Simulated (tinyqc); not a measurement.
# MOSFET in the linear regime without short-channel effects, parameter extraction from computed curves: what changes with what

Inversion charge Q = Cox n Vt W0(exp((Vg - VT)/(n Vt))), W0 the Lambert function and n = nf; u = Q/Cox; mobility mu = mu0/(1 + th1 u + th2 u^2); channel resistance Rch = (L - dL)/(W mu Q); Id = Vd/(Rch + Rsd/W). Cox = eps0 eox/tox. Small Vd, no channel-length or drain effects.

Parameters, values chosen for the exercise; channel values of the order met in silicon transistors: temperature T = 200 K; relative permittivity of the gate insulator (close to hafnium oxide) eox = 21.5; insulator thickness tox = 3 nm; low-field mobility mu0 = 200 cm^2/(V s); first mobility attenuation factor th1 = 0.39 1/V; second mobility attenuation factor th2 = 0.25 1/V^2; threshold voltage VT = 0.58 V; body factor nf = 1.44; gate width W = 1 um; drawn gate length L = 0.31 um; drawn less effective length dL = 0.005 um; source plus drain resistance Rsd = 260 ohm um; drain voltage Vd = 0.01 V.

Constants: q = 1.602176634e-19 C, kB = 1.380649e-23 J/K, Vt = kB T/q, eps0 = 8.8541878128e-14 F/cm where lengths are in cm. Results are converted to the units shown.

Each table varies one quantity; the others keep the values above.

## Extraction methods against the drawn gate length

From the continuous curve Id(Vg): tangent at peak gm (V_ext = Vg - Id/gm); constant current Id = 0.1 uA W/L; peak of d2Id/dVg2; Y = Id/sqrt(gm) drawn through Vg = VT + 0.6 and VT + 0.8 V, with intercept VT_Y and slope s. Mobilities gm,max L/(W Cox Vd) and s^2 L/(W Cox Vd) with the drawn L. Last column: share of Rsd/W in the total resistance at VT + 0.8 V.

Extraction methods against the drawn gate length:

| L (um) | V_ext (V) | constant current (V) | second derivative (V) | VT_Y (V) | mobility from gm (cm^2/(V s)) | mobility from Y (cm^2/(V s)) | series share (%) |
|---|---|---|---|---|---|---|---|
| 0.03 | 0.538 | 0.557 | 0.551 | 0.685 | 67.1 | 303 | 87.0 |
| 0.062 | 0.551 | 0.558 | 0.560 | 0.685 | 86.2 | 275 | 74.7 |
| 0.13 | 0.562 | 0.559 | 0.566 | 0.685 | 105 | 262 | 57.3 |
| 0.27 | 0.570 | 0.559 | 0.570 | 0.685 | 121 | 257 | 38.8 |
| 0.56 | 0.577 | 0.559 | 0.572 | 0.685 | 133 | 255 | 23.2 |
| 1.2 | 0.582 | 0.559 | 0.573 | 0.685 | 141 | 253 | 12.3 |
| 2.4 | 0.584 | 0.559 | 0.573 | 0.685 | 146 | 253 | 6.55 |
| 5 | 0.586 | 0.559 | 0.574 | 0.685 | 148 | 253 | 3.25 |

What does the comparison show?

The model has VT = 0.58 V and mu0 = 200 cm^2/(V s). Over the table the extracted thresholds move by 47 mV (tangent), 3.0 mV (constant current), 22 mV (second derivative), under 0.5 mV (Y function). The mobility from gm rises from 67.1 to 148 and that from Y falls from 303 to 253 cm^2/(V s).

## Extraction methods against the source plus drain resistance

Same model as above.

Extraction methods against the source plus drain resistance:

| Rsd (ohm um) | V_ext (V) | constant current (V) | second derivative (V) | VT_Y (V) | mobility from gm (cm^2/(V s)) | mobility from Y (cm^2/(V s)) | series share (%) |
|---|---|---|---|---|---|---|---|
| 0 | 0.588 | 0.559 | 0.574 | 0.685 | 153 | 257 | 0 |
| 50 | 0.583 | 0.559 | 0.573 | 0.685 | 145 | 257 | 9.58 |
| 100 | 0.579 | 0.559 | 0.572 | 0.685 | 139 | 257 | 17.5 |
| 200 | 0.574 | 0.559 | 0.571 | 0.685 | 129 | 257 | 29.8 |
| 400 | 0.567 | 0.559 | 0.569 | 0.685 | 114 | 257 | 45.9 |
| 800 | 0.559 | 0.560 | 0.565 | 0.685 | 96.4 | 257 | 62.9 |
| 1500 | 0.550 | 0.561 | 0.559 | 0.685 | 78.4 | 257 | 76.1 |

Read the table: what changes, and by how much?

The model has VT = 0.58 V and mu0 = 200 cm^2/(V s). Over the table the extracted thresholds move by 38 mV (tangent), 1.6 mV (constant current), 14 mV (second derivative), under 0.5 mV (Y function). The mobility from gm falls from 153 to 78.4 and that from Y stays near 257 cm^2/(V s). Y cancels the series resistance, which multiplies Id and sqrt(gm) by the same factor.

Computed by the program tinyqc: `OMP_NUM_THREADS=1 python tinyqc.py 2210168 2210169 out.jsonl`, one thread of a shared Intel Xeon 2.30GHz, about 0.01 s for the whole run.
